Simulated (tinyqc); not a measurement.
# Solid solubility of a dopant against its melt (retrograde solidus), clustering and the electrically active fraction, step by step

A worked calculation. Computed by tinyqc, a small Python program that keeps every step. Command: `OMP_NUM_THREADS=1 python tinyqc.py 3025996 3025997 out.jsonl retro walk`. One thread of a shared host (Intel(R) Xeon(R) Processor @ 2.30GHz), about 0.01 s of CPU time with the checks. Intermediate numbers are printed to about 5 digits and carried at full precision; extremes and crossings named in words are read from the listed rows.

Inputs (values chosen for the exercise, of the order of those of tin in silicon for the solubility):

| quantity | value | unit |
|---|---|---|
| melting point of the host T_m | 1687 | K |
| heat of melting of the host H_f | 50.2 | kJ/mol |
| interaction L of the melt | 7.2 | kJ/mol |
| enthalpy of transfer from melt to solid H | 0.417 | eV |
| entropy of transfer S | -1.58 | k_B |
| site density N0 | 5e+22 | 1/cm^3 |
| temperature T | 1260 | K |
| total dopant density N_t | 9.3e+20 | 1/cm^3 |
| atoms per cluster m | 3 | - |
| cluster scale N* at 1273 K | 2.1e+20 | 1/cm^3 |
| activation energy E_b of the cluster scale | 0.34 | eV |
| anneal temperature T_a | 1275 | K |
| prefactor of n_i | 3.86e+16 | 1/(cm^3 K^1.5) |
| energy E_i in n_i | 0.608 | eV |
| mobility mu | 45 | cm^2/(V s) |

Clustering: clusters that take up free electrons.

Constants: R = 8.314462618 J/(mol K); k_B = 8.617333262e-05 eV/K; e = 1.602176634e-19 C; N_A = 6.02214076e+23 1/mol.

## Liquidus and solidus at T

x_l and x_s are atom fractions of the dopant in melt and solid; the solid is dilute. Liquidus of the host: R T ln(1 - x_l) + L x_l^2 = -H_f (1 - T/T_m). Distribution: k = x_s/x_l = exp[L (1 - x_l)^2/(R T)] exp(S/k_B - H/(k_B T)), the first factor being the activity coefficient in the melt. Solubility = x_s N0; at T_m x_l = 0.

x_l = 0.81073

distribution coefficient k = 0.0045350

x_s = 0.0036767

solubility = 1.8383e+20 1/cm^3

k at the melting point = 0.019543

k has changed by a factor 0.23 from its value at T_m, while x_l has grown from 0 to 0.811.

## The retrograde maximum

The largest x_s N0 between 900 K and T_m. For an ideal melt with constant heats the maximum has x_l = H_f/(H + H_f), H in the same units.

temperature of the maximum = 1426.3 K

largest solubility = 2.2201e+20 1/cm^3

x_l there = 0.57456

ideal-melt value H_f/(H + H_f) = 0.55510

The maximum lies 261 K below T_m: above it the melt runs out of dopant, below it k falls as exp(-H/(k_B T)).

## The solidus

The formulas are those given above.

Against temperature:

| T (K) | x_l | k | solubility (1/cm^3) | over the maximum |
|---|---|---|---|---|
| 1000 | 0.96159 | 0.001632 | 7.8477e+19 | 0.35348 |
| 1100 | 0.92442 | 0.002542 | 1.1751e+20 | 0.52929 |
| 1200 | 0.86335 | 0.003701 | 1.5977e+20 | 0.71965 |
| 1300 | 0.76718 | 0.005163 | 1.9804e+20 | 0.89203 |
| 1400 | 0.62207 | 0.007097 | 2.2073e+20 | 0.99421 |
| 1500 | 0.42265 | 0.009916 | 2.0955e+20 | 0.94384 |
| 1580 | 0.23953 | 0.013224 | 1.5837e+20 | 0.71335 |
| 1640 | 0.10247 | 0.016485 | 8.4463e+19 | 0.38044 |
| 1675 | 0.02565 | 0.018719 | 2.4004e+19 | 0.10812 |

Between the first rows the Arrhenius energy of the solubility is 0.38 eV, against H = 0.417 eV; it shrinks to zero at 1426 K and turns negative beyond. A crystal saturated at the maximum precipitates dopant-rich liquid on cooling and on heating alike. Below a eutectic or compound temperature another phase would set the limit.

## Active fraction after the anneal

A highly soluble donor (another dopant than that of the solidus) is limited by clustering. Donors N_a are active, and clusters hold m atoms each: N_t = N_a + m C, m C = N* (N_a/N*)^m (n/N*)^m, each atom taking one electron, n = N_a/2 + sqrt(N_a^2/4 + n_i^2), n_i = prefactor x T^1.5 exp(-E_i/(k_B T)), with N*(T) = N*(1273 K) exp[-(E_b/k_B)(1/T - 1/1273)]. Resistivity = 1/(e mu N_a).

N*(T_a) = 2.1102e+20 1/cm^3

active density N_a = 2.5599e+20 1/cm^3

active fraction = 0.27526

resistivity = 0.54181 milliohm cm

Doubling the dose would raise N_a by only 15 %. Caution: this clustering law is a generic form; degeneracy and a doping-dependent mobility are left out.

## Active against total

A highly soluble donor (another dopant than that of the solidus) is limited by clustering. Donors N_a are active, and clusters hold m atoms each: N_t = N_a + m C, m C = N* (N_a/N*)^m (n/N*)^m, each atom taking one electron, n = N_a/2 + sqrt(N_a^2/4 + n_i^2), n_i = prefactor x T^1.5 exp(-E_i/(k_B T)), with N*(T) = N*(1273 K) exp[-(E_b/k_B)(1/T - 1/1273)].

Active density (1/cm^3):

| N_t (1/cm^3) | N_a at T_a | fraction | N_a at T_a + 150 K | N_a at T_a - 150 K |
|---|---|---|---|---|
| 1.00e+19 | 1.0000e+19 | 1.00000 | 1.0000e+19 | 1.0000e+19 |
| 3.00e+19 | 2.9998e+19 | 0.99993 | 2.9999e+19 | 2.9986e+19 |
| 1.00e+20 | 9.7868e+19 | 0.97868 | 9.9515e+19 | 8.9986e+19 |
| 2.00e+20 | 1.5987e+20 | 0.79936 | 1.8240e+20 | 1.2570e+20 |
| 5.00e+20 | 2.2097e+20 | 0.44194 | 2.7866e+20 | 1.6184e+20 |
| 1.00e+21 | 2.6001e+20 | 0.26001 | 3.3489e+20 | 1.8731e+20 |
| 2.00e+21 | 2.9874e+20 | 0.14937 | 3.8822e+20 | 2.1359e+20 |
| 5.00e+21 | 3.5322e+20 | 0.07064 | 4.6142e+20 | 2.5139e+20 |

The exponent d ln N_a/d ln N_t falls from 1.00 to 0.18, towards 1/(2m) = 0.167. At the highest dose a 150 K hotter anneal gives 1.31 times the active density, and a later step 150 K cooler would cut it to 0.71 if it ran to equilibrium: short hot anneals come last.

Checks made by the program: the ideal-melt maximum (relative difference 2e-09).
